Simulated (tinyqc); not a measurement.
# Strained alloy layer of InAs and AlAs on (001) InP, model-solid band line-up: gaps, strain and offsets against composition

The layer is x parts of the first compound and 1 - x of the second, grown coherently on the third as substrate and barrier. Rows of the table: lattice constant a, average valence level Ea on an absolute scale, spin-orbit splitting so, gaps at Gamma, X and L, hydrostatic deformation potentials av and ac (Gamma), shear potential b, elastic constants, electron and heavy-hole (along z) masses. All are interpolated linearly in x; gaps get -C x (1 - x), taken wholly in the conduction band; real line-ups can differ from this model by 0.1 eV or more.

In-plane strain e = (a_substrate - a)/a, e_z = -2 (c12/c11) e, volume change 2 e + e_z. With v = 2 e + e_z and d = 2 b (e_z - e): Eav = Ea + av v; E_hh = Eav + so/3 - d/2; E_lh = Eav - so/6 + d/4 + sqrt(so^2 + so d + 9 d^2/4)/2; E_c = Ea + so/3 + EG + ac v (Gamma). Substrate: E_v = Ea + so/3, E_c = E_v + EG. Well depths: dEc = E_c(substrate) - E_c, dEhh = E_hh - E_v(substrate), dElh likewise; strained Gamma gap E_c - max(E_hh, E_lh); positive values confine carriers in the layer. Matthews-Blakeslee for 60-degree dislocations in a single layer: hc = k (ln(hc/bv) + 1), k = bv (1 - nu/4)/(4 pi |e| (1 + nu)), nu = c12/(c11 + c12), bv = a/sqrt(2); the larger root. The valence offset is the larger of dEhh and dElh; a dash marks |e| under 0.02 % or no root.

Values chosen for this exercise: bowing of the Gamma gap CG = 0.7 eV; bowing of the X gap CX = 0 eV; bowing of the L gap CL = 0 eV.

Binary compounds, values chosen for the exercise:
```
	close to InAs	close to AlAs	close to InP
a (angstrom)	6.058	5.661	5.869
Ea (eV)	-6.67	-7.49	-7.04
so (eV)	0.382	0.281	0.109
EG (eV)	0.353	2.98	1.34
EX (eV)	1.39	2.18	2.18
EL (eV)	1.06	2.38	1.91
av (eV)	0.992	2.45	1.25
ac (eV)	-5.06	-5.57	-5.08
b (eV)	-1.82	-1.51	-1.69
c11 (GPa)	84	124	101
c12 (GPa)	45.2	53.7	55.4
me (m0)	0.023	0.15	0.079
mh (m0)	0.335	0.467	0.53
```

Gaps, strain and offsets against composition:
```
x	e (%)	relaxed Gamma gap (eV)	lower of X and L gaps (eV)	strained Gamma gap (eV)	E_hh - E_lh (meV)	dEc (eV)	valence offset (eV)	hc (nm)
0.3	1.5380	2.0449	1.9430	1.8615	-106.36	-0.47780	-0.043744	5.28
0.36	1.1213	1.8730	1.8956	1.7430	-76.788	-0.38267	-0.020319	8.12
0.41	0.77664	1.7336	1.8388	1.6458	-52.612	-0.30653	7.1063e-4	13.2
0.47	0.36613	1.5709	1.7596	1.5309	-24.396	-0.21891	0.027979	33.8
0.53	-0.041046	1.4133	1.6804	1.4150	2.6791	-0.13537	0.060404	446
0.58	-0.37785	1.2858	1.6144	1.3001	24.164	-0.068853	0.10877	32.6
0.64	-0.77903	1.1374	1.5352	1.1647	48.431	0.0072506	0.16800	13.1
0.69	-1.1109	1.0176	1.4692	1.0541	67.258	0.067591	0.21836	8.23
0.75	-1.5062	0.87850	1.3900	0.92371	88.077	0.13632	0.27997	5.44
```

The relaxed Gamma gap falls from 2.04 to 0.878 eV and the strained one falls from 1.86 to 0.924 eV. The lattice matches the substrate at x = 0.524; the heavy hole is on top where the layer is compressed (e < 0) and the light hole where it is stretched. The relaxed alloy turns direct at x = 0.349. dEc rises from -0.478 to 0.136 eV and the valence offset rises from -0.0437 to 0.280 eV. At the largest strain listed, 1.54 %, strain changes the gap by -183 meV. For x = 0.3 the lowest conduction valley of the relaxed alloy is X or L, so the gap and dEc listed hold for Gamma only.

Numbers from tinyqc (`OMP_NUM_THREADS=1 python tinyqc.py 2690079 2690080 out.jsonl`; about 0.01 s on one thread of a shared Intel Xeon 2.30GHz).
